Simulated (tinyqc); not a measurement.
Strength against creep resistance: grain growth, pinning, strength and diffusional creep of a polycrystal or thin film. Computed by tinyqc, a small Python program. Command: `OMP_NUM_THREADS=1 python tinyqc.py 3030493 3030494 out.jsonl grain walk`. One thread of a shared host (Intel(R) Xeon(R) Processor @ 2.30GHz), about 0.01 s of CPU time with the checks.

One mean grain size d describes the structure.

Inputs (values chosen for the exercise, modelled on copper):
```
quantity,value,unit
atomic volume Omega,11.81,angstrom^3
boundary energy gamma,0.67,J/m^2
mobility prefactor M0,0.00026,m^4/(J s)
activation energy of boundary motion Q_m,1.1,eV
anneal temperature T,529,K
anneal time t,27,s
initial grain size d0,170,nm
particle volume fraction f,0.00029,-
particle radius r,12,nm
film thickness h,230,nm
surface energy gamma_s,2.1,J/m^2
Hall-Petch slope k_y,0.11,MPa m^0.5
lattice diffusion energy Q_l,2.19,eV
boundary diffusion energy Q_b,0.962,eV
lattice prefactor D0,0.00013,m^2/s
boundary prefactor delta D0b,1.1e-14,m^3/s
applied stress sigma,200,MPa
service temperature T_c,603,K
```

Sample: thin film on a substrate.

Constants: k_B = 8.617333262e-05 eV/K; k_B = 1.380649e-23 J/K.

Method:
- M = M0 exp(-Q_m/(k_B T)). The driving pressure is 2 gamma/d. Zener pinning pressure 3 f gamma/(2 r) stops growth at d_Z = 4 r/(3 f). Grooves where boundaries meet the surface have the angle theta = arcsin(gamma/(2 gamma_s)) and are taken to stop growth at d_h = h/(2 theta), a few film thicknesses; the limit is 1/d_lim = 1/d_Z + 1/d_h.
- dd/dt = 2 M gamma (1/d - 1/d_lim) integrates to 2 M gamma t = d_lim (d0 - d) + d_lim^2 ln[(d_lim - d0)/(d_lim - d)]; without pinning d^2 = d0^2 + 4 M gamma t.
- Nabarro-Herring rate = 14 sigma Omega D_l/(k_B T d^2), D_l = D0 exp(-Q_l/(k_B T)); Coble rate = 14 pi sigma Omega delta D_b/(k_B T d^3), delta D_b = delta D0b exp(-Q_b/(k_B T)); they are equal at d_x = pi delta D_b/D_l.
- Hall-Petch term k_y/sqrt(d).

crossover size d_x = 4.87560e+06 micrometre

At T_c and sigma:
```
d (nm),Hall-Petch term (MPa),Nabarro-Herring (1/s),Coble (1/s),time to 1 % (s)
30,635.09,2.8513e-07,4.6339e+01,2.1580e-04
100,347.85,2.5661e-08,1.2511e+00,7.9927e-03
300,200.83,2.8513e-09,4.6339e-02,2.1580e-01
1000,110.00,2.5661e-10,1.2511e-03,7.9927e+00
3000,63.51,2.8513e-11,4.6339e-05,2.1580e+02
10000,34.79,2.5661e-12,1.2511e-06,7.9927e+03
100000,11.00,2.5661e-14,1.2511e-09,7.9925e+06
```

From 100 micrometre to 30 nm grains the Hall-Petch term grows 58 times, while the time to 1 % strain shrinks by 10.6 decades. Coble creep rules in 7 of the seven rows (d_x is a millimetre or more). Fine grains resist slip but creep fast. The Hall-Petch value at 30 nm is at the edge of that law, and in a film grains much larger than h lose atoms to the surfaces instead. Caution: sigma Omega is not small against k_B T, as the linear creep laws assume. Caution: T_c is above the anneal temperature, so the grains would go on growing in service.

Extremes, crossings and ranges named in words are read from the listed rows.
